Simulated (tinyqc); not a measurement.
Optical gain and spontaneous emission in a bulk direct-gap semiconductor, step by step. Values are carried at full precision from step to step, so a last printed digit may differ when a step is redone from the rounded ones.

F_j(eta) = (1/Gamma(j + 1)) integral_0^infinity x^j dx/(1 + exp(x - eta)), which tends to exp(eta) for eta << 0.

Quasi-Fermi levels: n = Nc F_1/2(Fc/kT) and p = Nv F_1/2(Fv/kT), Fc counted up from the conduction edge and Fv down from the valence edge; Nc, Nv from N = 2 (m kB T/(4 pi c))^(3/2) with c = hbar^2/2m0, in 1/angstrom^3; times 1e24 for 1/cm^3, with me and (mhh^(3/2) + mlh^(3/2))^(2/3).

Constants: hbar^2/2m0 = 3.80998211 eV angstrom^2; kB = 8.617333262e-05 eV/K; fine-structure constant alpha = 0.007297352564; hbar = 6.58211957e-16 eV s; hbar c = 1973.269805 eV angstrom.

Values chosen for the exercise (near those of GaAs; shifted at random, so the results belong to these values and not to a real crystal):
- me = 0.0659 m0 (electron mass)
- mhh = 0.51 m0 (heavy-hole mass)
- mlh = 0.0839 m0 (light-hole mass)
- n = 4.1e+18 1/cm^3 (injected density, n = p)
- T = 350 K
- Eg = 1.429 eV (direct gap)
- Ep = 25.6 eV (Kane energy)
- nr = 3.66 (refractive index)
- E = 1.544 eV (photon energy)

## Quasi-Fermi levels

Solve for Fc and Fv.

kT = 0.030161 eV
Nc = 5.350e+17 1/cm^3
Nv = 1.229e+19 1/cm^3
Fc = 0.1360 eV
Fv = -0.0296 eV
Fc + Fv = 0.1065 eV

The separation of the quasi-Fermi levels exceeds the gap, so photons between Eg and Eg + (Fc + Fv) see gain. The quasi-Fermi level of the electrons lies inside the band, that of the holes in the gap.

## Absorption of the empty crystal

Parabolic bands, vertical transitions, no excitons. For each hole band j: mr = me mj/(me + mj); joint density of states J_j(E) = (mr/c)^(3/2) sqrt(E - Eg)/(2 pi^2), both spins, c = hbar^2/2m0; averaged matrix element |e.p|^2 = m0 Ep/6; alpha_j(E) = 4 pi^2 alpha_f c Ep J_j/(3 nr E) in 1/angstrom (alpha_f the fine-structure constant, listed as alpha among the constants), times 1e8 for 1/cm.

Evaluate at E for heavy and light holes.

mr, J and alpha of each hole band:
```
hole   mr (m0)  J (1/(eV angstrom^3))  alpha (1/cm)
heavy  0.05836              3.257e-05        5398.0
light  0.03691              1.638e-05        2715.0
```

The heavy-hole band gives 67 % of the total, 8113 1/cm.

## Occupations and gain at E

For band j the electron sits at Ee = (E - Eg) mr/me above its edge and the hole at Eh = (E - Eg) mr/mj; fe = 1/(1 + exp((Ee - Fc)/kT)), fh = 1/(1 + exp((Eh - Fv)/kT)); gain g = sum_j alpha_j (fe + fh - 1).

Use mr and alpha from the table.

Energies, occupations and gain of each hole band:
```
hole   Ee (eV)  Eh (eV)     fe     fh  g (1/cm)
heavy   0.1018   0.0132  0.756  0.195      -261
light   0.0644   0.0506  0.915  0.066       -53
```

total gain = -315 1/cm

E - Eg = 0.1150 eV is above Fc + Fv = 0.1065 eV, so both bands give loss (Bernard-Duraffourg).

## Spontaneous emission

Spontaneous rate: R = integral of (nr E/(hbar c))^2/(pi^2 hbar) sum_j alpha_j fe fh dE, with alpha in 1/cm and (nr E/(hbar c))^2 in 1/cm^2 (1e16 per 1/angstrom^2); B = R/(n p); lifetime n/R.

Integrate over photon energy.

R = 2.15e+27 1/(cm^3 s)
B = 1.28e-10 cm^3/s
radiative lifetime = 1.91 ns

## Checks

- B at n = 1e13 1/cm^3 against the van Roosbroeck-Shockley value from alpha and ni^2 (cm^3/s): both 2.04e-10.

(tinyqc, `OMP_NUM_THREADS=1 python tinyqc.py 1681522 1681523 out.jsonl`, Intel(R) Xeon(R) Processor @ 2.30GHz, 1 thread, shared host, about 0.08 s.)
